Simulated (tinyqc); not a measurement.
Plane-wave Kohn-Sham cycle with exchange-only LDA in a layered model solid, step by step. One step of it, computed by the program tinyqc.

Question. Iteration 2: potential. V_H(G) = 4 pi rho(G)/G^2 for G != 0 (uniform background); v_x = -(3 rho/pi)^(1/3); V = V_ext + V_H + v_x; Fourier components f(G_m) = (1/N) sum_j f(x_j) exp(-i G_m x_j).

A solid whose potential varies along x alone (atomic units):
```
parameter                      value
period a                    7.700000
cross-section of the cell  27.000000
electrons per cell                 2
grid points                       16
plane waves -n..n, n               3
k points                           2
V1 in V1 cos(2 pi x/a)     -0.230000
```

density after iteration 1 (e/bohr^3): 0.01370340  0.01317630  0.01184220  0.01025019  0.00887990  0.00793438  0.00738539  0.00711917  0.00704171  0.00711917  0.00738539  0.00793438  0.00887990  0.01025019  0.01184220  0.01317630

Give: Potentials on the grid; V(G_m), m = 0, 1, 2, ....

Answer.

Potentials on the grid (hartree):
```
x         V_ext      V_H      v_x        V
0.0000  -0.2300   0.0649  -0.2356  -0.4008
0.4813  -0.2125   0.0591  -0.2326  -0.3860
0.9625  -0.1626   0.0431  -0.2245  -0.3440
1.4438  -0.0880   0.0207  -0.2139  -0.2812
1.9250        0  -0.0035  -0.2039  -0.2074
2.4062   0.0880  -0.0257  -0.1964  -0.1341
2.8875   0.1626  -0.0431  -0.1918  -0.0723
3.3687   0.2125  -0.0541  -0.1894  -0.0310
3.8500   0.2300  -0.0578  -0.1887  -0.0166
4.3312   0.2125  -0.0541  -0.1894  -0.0310
4.8125   0.1626  -0.0431  -0.1918  -0.0723
5.2938   0.0880  -0.0257  -0.1964  -0.1341
5.7750        0  -0.0035  -0.2039  -0.2074
6.2562  -0.0880   0.0207  -0.2139  -0.2812
6.7375  -0.1626   0.0431  -0.2245  -0.3440
7.2188  -0.2125   0.0591  -0.2326  -0.3860
```

V(G_m), m = 0, 1, 2, ... (hartree): -0.2081  -0.0961  -0.0003  0.0000  0.0000  0.0000  0.0000
